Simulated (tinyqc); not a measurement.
Printed widths: electron-beam lithography: double-Gaussian proximity function, edge placement and dose correction for parallel lines. Computed by tinyqc, a small Python program. Command: `OMP_NUM_THREADS=1 python tinyqc.py 3111110 3111111 out.jsonl proximity walk`. One thread of a shared host (Intel(R) Xeon(R) Processor @ 2.30GHz), about 0.01 s of CPU time with the checks.

Lines are infinitely long. Absorbed energy is counted so that the middle of a very large area written at dose 1 receives 1; the resist develops where it exceeds 1/2.

Inputs (values chosen for the exercise, of the order of those for 50 keV electrons in resist on silicon): forward range alpha = 0.018 micrometre; backscatter range beta = 9.2 micrometre; backscatter ratio eta = 0.84.

line widths (micrometre): 0.071  0.033  0.067  0.087  0.031

gaps between the lines (micrometre): 8.1  0.17  0.55  4.4

Method:
- The first line starts at x = 0; each next one starts after the width and the gap.
- f(r) = [exp(-r^2/alpha^2)/alpha^2 + eta exp(-r^2/beta^2)/beta^2]/(pi (1 + eta)). A line from a to b at dose d gives E(x) = d [S(alpha) + eta S(beta)]/(1 + eta), S(s) = [erf((b - x)/s) - erf((a - x)/s)]/2.
- M_ij is the mean of E at the two edges of line i from line j at dose 1.
- Uncorrected edge energies are M 1. Solve M d = 1/2 for the doses d that put the mean edge energy of every line at the threshold.
- Edges are the roots of E(x) = 1/2 between a line centre and the middle of the next gap. Three cases: dose 1 everywhere; one common dose equal to the mean of d; the corrected doses.

Lines (micrometre):

| line | left edge | right edge | centre |
|---|---|---|---|
| 1 | 0.000 | 0.071 | 3.55000e-02 |
| 2 | 8.171 | 8.204 | 8.18750e+00 |
| 3 | 8.374 | 8.441 | 8.40750e+00 |
| 4 | 8.991 | 9.078 | 9.03450e+00 |
| 5 | 13.478 | 13.509 | 1.34935e+01 |

corrected doses: 1 1.81165, 2 1.81251, 3 1.79532, 4 1.79574, 5 1.83357

Width error, printed less drawn (nm):

| line | drawn width (nm) | dose 1 | mean dose | corrected |
|---|---|---|---|---|
| 1 | 71 | -34.472 | -0.03222 | 0 |
| 2 | 33 | missing | -0.04692 | 0 |
| 3 | 67 | -33.766 | 0.25717 | 0 |
| 4 | 87 | -33.778 | 0.24981 | 0 |
| 5 | 31 | missing | -0.43488 | 0 |

At dose 1, 2 of the 5 lines stay below the threshold. With the common mean dose the errors span 0.7 nm. With corrected doses the largest error is below 0.01 nm.

Extremes, crossings and ranges named in words are read from the listed rows.
